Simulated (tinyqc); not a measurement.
Inside a calculation. Method: power iteration on a symmetric matrix. One step of it, computed by the program tinyqc.

Task: Step 1. w = (A - shift) v; v' = w/|w| with its largest component positive (the first on a tie); lambda = v'^T A v'.

A:
```
[[1.238000, -0.221000, -0.256000, 0.130000, 0.164000, -0.141000],
 [-0.221000, 1.836000, -0.028000, 0.525000, -0.241000, -0.411000],
 [-0.256000, -0.028000, 2.337000, -0.495000, 0.037000, 0.214000],
 [0.130000, 0.525000, -0.495000, 2.362000, 0.605000, 0.062000],
 [0.164000, -0.241000, 0.037000, 0.605000, 2.515000, 0.304000],
 [-0.141000, -0.411000, 0.214000, 0.062000, 0.304000, 3.968000]]
```

vector v at the start: [0.408248, 0.408248, 0.408248, 0.408248, 0.408248, 0.408248]

shift = -0.270000

Give: vector after step 1; Rayleigh quotient after step 1.

Result:

vector after step 1: [0.1638, 0.2394, 0.2877, 0.4786, 0.5056, 0.5903]

Rayleigh quotient after step 1 = 3.2755
